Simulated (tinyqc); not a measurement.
Via and link resistance from two via chains.

Problem. A chain of 2000 vias joined by 2000 metal links has R = 2000 (Rv + Rlink), with Rlink proportional to the link length. Find Rv, Rlink for length L, and the value of Rv that the short chain would give if the links were ignored.

resistance of chains of 2000 links with link lengths L and 3 L (ohm): [14200, 26200]

Answer. R per link is a straight line in the link length; its intercept at zero length is Rv.

Rv = 4.10 ohm
Rlink = 3.00 ohm
Rv without correction = 7.10 ohm

tinyqc, about 0.01 s, one thread, Intel Xeon 2.30GHz (shared host): `OMP_NUM_THREADS=1 python tinyqc.py 2750069 2750070 out.jsonl`
